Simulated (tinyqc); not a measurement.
Heavy doping: band filling, gap narrowing, band tails and the effective intrinsic density: one step, computed by the program tinyqc. Command: `OMP_NUM_THREADS=1 python tinyqc.py 3023239 3023240 out.jsonl gapnarrow walk`. One thread of a shared host (Intel(R) Xeon(R) Processor @ 2.30GHz), about 0.02 s of CPU time with the checks.

An n-type crystal above its Mott density, with all dopants ionised: n = N_D - N_A, ionised centres N_I = N_D + N_A. Valleys are taken as spherical with mass m_e.

Task: Band filling. n = M_c (1/(2 pi^2)) (m_e/(hbar^2/2m_0))^(3/2) int sqrt(E (1 + aE)) (1 + 2 aE) f dE with a = (1 - m_e)^2/E_g, f = 1/(1 + exp((E - E_F)/k_B T)); trapezoid rule in t = sqrt(E/k_B T), step 0.02 up to 12; E_F by bisection from the band edge. At T = 0, E_F (1 + a E_F) = (hbar^2/2m_0) k_F^2/m_e; dn/dE_F uses f (1 - f)/k_B T in place of f.

Inputs (values chosen for the exercise, for a model semiconductor):
```
quantity,value,unit
gap E_g,1.54,eV
electron mass m_e,0.0525,m_0
valleys M_c,1,-
temperature T,400,K
```

Conduction band: non-parabolic (Kane).

n = 2.90e+18 cm^-3

k_F = 0.04411704 1/angstrom

Constants: k_B = 8.617333262e-05 eV/K; hbar^2/(2 m_0) = 3.80998212 eV angstrom^2.

Give: E_F above the band edge; E_F at T = 0; E_F/k_B T; dn/dE_F.

Result:

E_F above the band edge = 120.5 meV

E_F at T = 0 = 131.2 meV

E_F/k_B T = 3.495

dn/dE_F = 3.301e+19 cm^-3/eV
